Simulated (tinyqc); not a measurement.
# MOS capacitor on a p-type substrate, surface potential from the exact charge relation, step by step

tinyqc, about 0.06 s, one thread, Intel Xeon 2.30GHz (shared host): `OMP_NUM_THREADS=1 python tinyqc.py 2060148 2060149 out.jsonl` Printed values are rounded.

Uniform p-type substrate, Boltzmann statistics, full ionisation, classical densities. psi is the surface potential against the body (positive when the bands bend down) and u = psi/Vt. Traps are spread evenly over the gap and neutral at flat band, so their charge is -q Dit psi; the minority quasi-Fermi level is shifted by Vb.

Parameters, values chosen for the exercise; band and dielectric values close to those of silicon:
```
symbol    value         unit                                                                 meaning
T           293            K                                                             temperature
Eg          1.1           eV                                                                band gap
eps_r      11.6                                                                relative permittivity
Nc      2.71e19        cm^-3                                  conduction-band density of states at T
Nv      2.58e19        cm^-3                                     valence-band density of states at T
chi        4.02           eV                                                       electron affinity
N        6.5e17        cm^-3                                       acceptor density of the substrate
eox         3.9               relative permittivity of the gate insulator (close to silicon dioxide)
tox         4.6           nm                                                     insulator thickness
phiM       4.84           eV                                                      gate work function
Nf      -1.7e10        cm^-2                            fixed charge at the interface, in units of q
Dit           0  cm^-2 eV^-1                                              density of interface traps
Vb            0            V                    reverse bias of the inversion layer against the body
Vg         2.76            V                                           gate voltage against the body
```

Constants: q = 1.602176634e-19 C, kB = 1.380649e-23 J/K, Vt = kB T/q, eps0 = 8.8541878128e-14 F/cm where lengths are in cm. Results are converted to the units shown.

Range of the model: At this gate voltage the surface density exceeds 0.3 of the band density of states, so degeneracy and confinement would lower the charge and capacitance.

## Flat band, threshold and scales

ni = sqrt(Nc Nv) exp(-Eg/(2 Vt)), Eg in volts; phiF = Vt ln(N/ni); Cox = eps0 eox/tox; Vfb = phiM - chi - (Eg - Vt ln(Nv/N)) - q Nf/Cox; Q0 = sqrt(2 eps0 eps_r q N Vt); r = (ni/N)^2 exp(-Vb/Vt); VT = Vfb + [(2 phiF + Vb)(1 + q Dit/Cox) + sqrt(2 eps0 eps_r q N (2 phiF + Vb))/Cox].

ni = 9.16136e9 cm^-3
phiF = 0.456435 V
Cox = 0.750681 uF/cm^2
Vfb = -0.183427 V
Q0 = 73.4938 nC/cm^2
r = 1.98652e-16
VT = 1.31812 V

## Starting value

psi = Vg - Vfb, limited to the range from -4 Vt to +(2 phiF + Vb + 4 Vt).

psi at the start = 1.01386 V

## Iteration 1: Newton step for the surface potential

u = psi/Vt; F^2 = exp(-u) + u - 1 + r (exp(u) - u - 1); Qs = -sign(u) Q0 F; Cs = -dQs/dpsi = (Q0/Vt) |1 - exp(-u) + r (exp(u) - 1)|/(2 F). f = Vfb + psi + (q Dit psi - Qs)/Cox - Vg, f' = 1 + (Cs + q Dit)/Cox, psi(new) = psi - f/f'.

u = 40.1550
F = 9.68262
Qs = -711.612 nC/cm^2
Cs = 8.35694 uF/cm^2
f = -0.981607 V
f' = 12.1325
psi after iteration 1 = 1.09477 V

## Iteration 2: Newton step for the surface potential

As before.

u = 43.3594
F = 37.2519
Qs = -2737.78 nC/cm^2
Cs = 52.6003 uF/cm^2
f = 1.79841 V
f' = 71.0701
psi after iteration 2 = 1.06947 V

## Iteration 3: Newton step for the surface potential

As before.

u = 42.3572
F = 23.1341
Qs = -1700.21 nC/cm^2
Cs = 31.1303 uF/cm^2
f = 0.390932 V
f' = 42.4694
psi after iteration 3 = 1.06026 V

## Course of the Newton iteration

Stop when the step is below 1e-10 V, or after 60 iterations.

Course of the iteration:
```
iteration,psi before the step (V),f (V),step (V)
1,1.01386,-0.982,0.0809
2,1.09477,1.80,-0.0253
3,1.06947,0.391,-9.21e-3
4,1.06026,0.0352,-1.01e-3
5,1.05926,3.72e-4,-1.08e-5
6,1.05925,4.26e-8,-1.24e-9
7,1.05925,< 1e-13,0
```

Converged in 7 iterations.

## Charges, field and capacitances at the solution

converged psi = 1.05925 V

u = psi/Vt; F^2 = exp(-u) + u - 1 + r (exp(u) - u - 1); Qs = -sign(u) Q0 F; Cs = -dQs/dpsi = (Q0/Vt) |1 - exp(-u) + r (exp(u) - 1)|/(2 F). Low frequency: 1/C_LF = 1/Cox + 1/(Cs + q Dit). High frequency, in the simple estimate in which traps and minority carriers do not follow: 1/C_HF = 1/Cox + 1/Cd, Cd being Cs with r = 0 at the same psi. Minority sheet density N_inv = (Q0/(2 q)) int_0^u r (exp(t) - 1)/F(t) dt for u > 0. Oxide field |Qs - q Dit psi + q Nf|/(eps0 eox).

Qs = -1414.42 nC/cm^2
N_inv = 5.94478e12 cm^-2
oxide field = 4.10393 MV/cm
Cs = 24.9883 uF/cm^2
C_LF/Cox = 0.970835
C_HF/Cox = 0.232517

The surface is in strong inversion (borders at |psi| = 0, phiF + Vb and 2 phiF + Vb = 0.913 V). Minority carriers make up 67.3 % of Qs.
